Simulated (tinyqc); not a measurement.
Worked calculation: Wannier-Stark ladder of a miniband. Values are carried at full precision from step to step, so a last printed digit may differ when a step is redone from the rounded ones.

One state in each well j = -(Nw - 1)/2 ... (Nw - 1)/2: H_jj = j e F d, H_(j,j+1) = -W/4; 1 kV/cm = 0.01 meV/angstrom. In an infinite chain the levels are j e F d and the state of well 0 has amplitude J_j(x) in size on well j, x = W/(2 e F d).

Constants: hbar = 6.58211957e-16 eV s.

Values chosen for the exercise (near those of an InGaAs/InAlAs superlattice; shifted at random, so the results belong to these values and not to a real crystal): W = 65 meV (miniband width); d = 61 angstrom (period); F = 33 kV/cm (field); Nw = 9 (wells).

## Scales

Give e F d, x, the Bloch frequency e F d/(2 pi hbar) and period, and the swing W/(e F) of a wave packet.

e F d = 20.130 meV
x = 1.6145
frequency = 4.867 THz
period = 0.205 ps
swing = 197 angstrom

## The matrix

Fill it in.

H (meV):
```
         -4       -3       -2       -1        0        1        2        3        4
-4  -80.520  -16.250        0        0        0        0        0        0        0
-3  -16.250  -60.390  -16.250        0        0        0        0        0        0
-2        0  -16.250  -40.260  -16.250        0        0        0        0        0
-1        0        0  -16.250  -20.130  -16.250        0        0        0        0
0         0        0        0  -16.250        0  -16.250        0        0        0
1         0        0        0        0  -16.250   20.130  -16.250        0        0
2         0        0        0        0        0  -16.250   40.260  -16.250        0
3         0        0        0        0        0        0  -16.250   60.390  -16.250
4         0        0        0        0        0        0        0  -16.250   80.520
```

## Levels and the middle state

Diagonalise; give the levels, their spacings and the weights of the middle level on the wells.

levels (meV): -91.063  -62.666  -40.540  -20.148  0.000  20.148  40.540  62.666  91.063

spacings (meV): 28.398  22.126  20.393  20.148  20.148  20.393  22.126  28.398

weights: 0.0002  0.0055  0.0679  0.3264  0.2000  0.3264  0.0679  0.0055  0.0002

The spacing in the middle is 1.0009 e F d and at the ends 1.411 e F d; states that reach the ends of the stack are pushed apart.

## Bessel amplitudes

With x = W/(2 e F d): J_j(x)^2 for j = 0 to 5, their running sum over -j ... j, and the spread sqrt(sum j^2 J_j^2) = x/sqrt2. For a hole fixed in well 0 the J_j^2 are the strengths of the optical lines at j e F d.

Weights:
```
j   J_j^2     sum
0  0.1999  0.1999
1  0.3264  0.8527
2  0.0679  0.9885
3  0.0055  0.9995
4  0.0002  1.0000
5  0.0000  1.0000
```

spread = 1.142 periods

The strongest line is j = +/-1.

## Checks

- Weight on well 1 of the middle state of 61 wells against J_1(x)^2: both 0.3264.

(tinyqc, `OMP_NUM_THREADS=1 python tinyqc.py 1280342 1280343 out.jsonl`, Intel(R) Xeon(R) Processor @ 2.30GHz, 1 thread, shared host, about 0.01 s.)
